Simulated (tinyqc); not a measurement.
# Lifetime from the low-frequency admittance

Inverse problem. At low frequency a p+-n diode with a base of width wb has C_diff/G = (tau/2)(1 - 2 x/sinh 2x), x = wb/sqrt(Dp tau). Find tau, x and the limit of C_diff/G for infinite lifetime, wb^2/(3 Dp).

Parameters, values chosen for the exercise:
- Dp = 1.6 cm^2/s (hole diffusion coefficient)
- wb = 7.4 um (width of the neutral base)

G = 3.6527299 S/cm^2
C_diff = 0.22485687 uF/cm^2

Answer. The ratio rises steadily with tau from tau/2 (long base) towards wb^2/(3 Dp) (short base), so one lifetime matches as long as the ratio is below that limit.

tau = 2.00e-7 s
x = 1.31
limit of C_diff/G = 1.14e-7 s

Program tinyqc, `OMP_NUM_THREADS=1 python tinyqc.py 2890228 2890229 out.jsonl`; Intel Xeon 2.30GHz, shared host, one thread, about 0.01 s.
